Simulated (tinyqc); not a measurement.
Worked calculation: size effects in the resistivity of thin metal films and interconnect lines. Computed by tinyqc, a small Python program that keeps every step. Command: `OMP_NUM_THREADS=1 python tinyqc.py 3001129 3001130 out.jsonl size walk`. One thread of a shared host (Intel(R) Xeon(R) Processor @ 2.30GHz), about 0.01 s of CPU time with the checks. Intermediate numbers are printed to about 5 digits and carried at full precision; extremes and crossings named in words are read from the listed rows.

Electrons lose their drift at surfaces (a share 1 - p of the hits) and at grain boundaries (reflection R), besides bulk scattering. The line sits in a trench with a non-conducting liner on both walls and the bottom; the spacing equals the drawn width.

Inputs (values chosen for the exercise, modelled on aluminium):
```
quantity                                   value         unit
bulk resistivity rho_b                      2.75  microohm cm
bulk mean free path lambda                  19.6           nm
specularity p                                  0            -
grain-boundary reflection R                 0.51            -
drawn line width w                            18           nm
grain size over metal width                  2.9            -
aspect ratio (height over width)             2.3            -
liner thickness t                            0.7           nm
line length                                   34   micrometre
permittivity of the dielectric k             3.6            -
competitor: rho_b relative to this metal     3.7            -
competitor: lambda relative to this metal   0.37            -
competitor: liner relative to t                0            -
```

Geometry: line.

Constants: eps_0 = 8.8541878128e-12 F/m.

## Metal cross-section

Metal width w_m = w - 2t, height h_m = (aspect ratio) w - t, grain size D = (ratio) w_m.

metal width w_m = 16.6 nm

metal height h_m = 40.7 nm

grain size D = 48.14 nm

share of the trench filled by metal = 90.663 %

## Grain boundaries

Mayadas-Shatzkes: alpha = (lambda/D) R/(1 - R); rho_b/rho = 1 - 3 alpha/2 + 3 alpha^2 - 3 alpha^3 ln(1 + 1/alpha).

alpha = 0.42376

rho/rho_b from grains = 1.5964

The linear estimate 1 + 3 alpha/2 gives 1.636, 2 % high; at large alpha the slope is 4/3.

## Surfaces

Fuchs-Sondheimer film: rho_b/rho = 1 - (3/(2 kappa))(1 - p) int_0^1 (s - s^3)(1 - exp(-kappa/s))/(1 - p exp(-kappa/s)) ds, f = rho/rho_b, kappa = thickness/lambda, 80 Gauss-Legendre points. Line: the excess of a film of thickness w_m and of a film of thickness h_m are added, rho/rho_b = 1 + (f(w_m) - 1) + (f(h_m) - 1), an estimate that holds best when both sides exceed lambda.

kappa = w_m/lambda = 0.84694

f(w_m) = 1.5476

f(h_m) = 1.2119

rho/rho_b from surfaces = 1.7595

## Resistance and delay

Total: rho = rho_b [1 + surface excess + grain excess]; resistance per length rho/(w_m h_m); capacitance per length C = 2 k eps_0 (aspect ratio + 1/2), a parallel-plate estimate for two neighbours plus a fixed term for the planes above and below; delay 0.38 R C L^2; effective resistivity per drawn area.

resistivity rho = 6.4787 microohm cm

resistance per length = 95.892 ohm/micrometre

capacitance per length = 0.17850 fF/micrometre

RC delay = 7.5191 ps

effective resistivity per drawn area = 7.1459 microohm cm

Of the factor 2.60 over bulk, scattering gives 2.36 and the liner 1.10; within scattering, surfaces outweigh grain boundaries (0.60 against 0.76, grains first).

## A short-path metal as competitor

w_m = w - 2t, h_m = (aspect ratio) w - t, D = (ratio) w_m; rho = rho_b [1 + surface excess + grain excess]. Effective resistivity rho (aspect ratio) w^2/(w_m h_m) for the metal with its liner, for the same metal without liner, and for a competitor with its own rho_b, lambda and liner, and for that competitor with the liner t; p, R, aspect and grain ratios are the same.

Effective resistivity (microohm cm):
```
w (nm)  this metal  without liner  competitor  competitor, liner t
200          3.071          3.043      10.573               10.667
100          3.408          3.342      10.974               11.174
50           4.134          3.962      11.787               12.244
30           5.193          4.810      12.894               13.792
20           6.636          5.873      14.312               15.936
14           8.683          7.223      16.167               19.045
10          11.781          8.986      18.663               23.851
7           17.409         11.553      22.400               32.711
5           27.451         14.863      27.319               48.607
```

The competitor wins below a width between 7.00 and 5.00 nm. In narrow lines rho scales as rho_b lambda/w, and the product rho_b lambda of the competitor is 1.37 times this metal's. At the narrowest width the liner costs this metal a factor 1.85. With the same liner the competitor wins nowhere in the table; at the narrowest width the thinner liner lowers it from 48.6 to 27.3. Rows with w - 2t below lambda stretch the additive estimate. Metal widths below about 5 nm are outside this semiclassical model.

Checks made by the program: grain-boundary formula against its angular integral 3 int_0^1 c^3/(c + alpha) dc (relative difference below 1e-10).
